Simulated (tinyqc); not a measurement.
# Tunnelling through a two-layer gate stack, WKB transmission and Tsu-Esaki current: several studies

Electrons leave the emitter at x = 0. Energies E (motion across the layers) are in eV from the emitter Fermi level; the collector Fermi level lies at -V and offers states at every E. No charge in the dielectric and no image force: F1 = V/(t1 + t2 eps1/eps2), F2 = F1 eps1/eps2; U = phi1 - F1 x in layer 1 and phi2 - F1 t1 - F2 (x - t1) in layer 2. With C = hbar^2/(2 m0), kappa = sqrt(m (U - E)/C) where U > E and 0 elsewhere; T(E) = exp(-S), S = 2 times the integral of kappa over x.

Inputs (values chosen for the exercise); layer 1 close to silicon dioxide, layer 2 close to hafnium oxide:

| symbol | value | unit | meaning |
|---|---|---|---|
| T | 300 | K | temperature |
| Ef | 0.31 | eV | Fermi energy of the emitter above its band bottom |
| me | 1 | m0 | emitter mass in the supply function |
| phi1 | 2.96 | eV | barrier of layer 1 above the emitter Fermi level at zero bias |
| m1 | 0.5 | m0 | tunnelling mass of layer 1 |
| t1 | 0.6 | nm | thickness of layer 1 |
| eps1 | 4.05 |  | relative permittivity of layer 1 |
| phi2 | 1.46 | eV | barrier of layer 2 at zero bias |
| m2 | 0.21 | m0 | tunnelling mass of layer 2 |
| t2 | 3.5 | nm | thickness of layer 2 |
| eps2 | 21.2 |  | relative permittivity of layer 2 |
| V | 1.2 | V | voltage across the dielectric |

Constants: q = 1.602176634e-19 C, kB = 1.380649e-23 J/K, hbar = 1.054571817e-34 J s, m0 = 9.1093837015e-31 kg, Vt = kB T/q, hbar^2/(2 m0) = 0.0380998212 eV nm^2. Results are converted to the units shown.

Each table varies one quantity; the others keep the values above.

## Effect of the tunnelling mass m2

Each layer adds (2/F) sqrt(m/C) [G(u at its left edge) - G(u at its right edge)] to S, with u = U - E (0 where negative) and G(u) = (2/3) u^1.5. J = J0 times the integral of T(E) N(E) dE, N = ln[(1 + exp(-E/Vt))/(1 + exp((-E - V)/Vt))], J0 = q^2 me m0 kB T/(2 pi^2 hbar^3) (times 1e-4 for A/cm^2 per eV), from E = -Ef to far above the barrier (T = 1 there), by quadrature converged to the digits shown.

Effect of the tunnelling mass m2:
```
m2 (m0),S at E = 0,T(E = 0),J (A/cm^2),mean E of the current (eV)
0.12,16.41,7.449e-8,12.60,-0.1348
0.15,17.51,2.484e-8,3.724,-0.1268
0.2,19.12,4.969e-9,0.6325,-0.1148
0.25,20.54,1.204e-9,0.1345,-0.1038
0.31,22.06,2.619e-10,0.02582,-0.09168
0.4,24.10,3.431e-11,0.002936,-0.07455
0.5,26.10,4.620e-12,3.552e-4,-0.05544
0.63,28.43,4.510e-13,3.229e-5,-0.02582
```

What does the table show?

J falls from 12.6 to 3.23e-5 A/cm^2. S goes as m2^(0.33): only one of the two layers feels this mass, so the power is below 0.5. In every row a layer is thinner than 0.8 nm, a few atomic planes, where an effective mass is a rough description.

## Effect of the barrier height

Same model as above.

Effect of the barrier height:
```
phi1 (eV),S at E = 0,T(E = 0),J (A/cm^2),mean E of the current (eV)
1.5,17.09,3.777e-8,4.375,-0.1070
1.77,17.60,2.272e-8,2.681,-0.1086
2.04,18.06,1.430e-8,1.712,-0.1098
2.31,18.49,9.317e-9,1.129,-0.1108
2.59,18.91,6.155e-9,0.7533,-0.1116
2.86,19.28,4.224e-9,0.5213,-0.1123
3.13,19.64,2.956e-9,0.3674,-0.1128
3.4,19.98,2.103e-9,0.2630,-0.1133
```

Read the table: what changes, and by how much?

J falls from 4.38 to 0.263 A/cm^2, on average 0.643 decades for each eV, while S rises from 17.1 to 20.0. In every row a layer is thinner than 0.8 nm, a few atomic planes, where an effective mass is a rough description.

## Current against voltage

Same model as above.

Current against voltage:
```
V (V),S at E = 0,T(E = 0),J (A/cm^2),mean E of the current (eV)
0.2,26.25,3.991e-12,7.123e-4,-0.1335
0.49,24.55,2.178e-11,0.003857,-0.1371
0.77,22.74,1.331e-10,0.02120,-0.1305
1.06,20.60,1.132e-9,0.1548,-0.1202
1.35,17.96,1.579e-8,1.696,-0.09860
1.64,14.14,7.219e-7,52.57,-0.06417
1.92,11.31,1.223e-5,1157,-0.08911
2.21,9.286,9.268e-5,1.183e4,-0.1126
2.5,7.889,3.747e-4,6.451e4,-0.1321
```

J rises from 7.12e-4 to 64500 A/cm^2, by 2.53 decades a volt between the first two rows and 2.54 between the last two. From V = 1.64 V on (among the rows) a band edge falls below the emitter Fermi level, so electrons at E = 0 no longer cross the full thickness. In 5 of the 9 rows the field exceeds 10 MV/cm (up to 19.7), more than most dielectrics sustain; the model ignores breakdown. In every row a layer is thinner than 0.8 nm, a few atomic planes, where an effective mass is a rough description.

Program tinyqc, `OMP_NUM_THREADS=1 python tinyqc.py 2540059 2540060 out.jsonl`; Intel Xeon 2.30GHz, shared host, one thread, about 0.04 s.
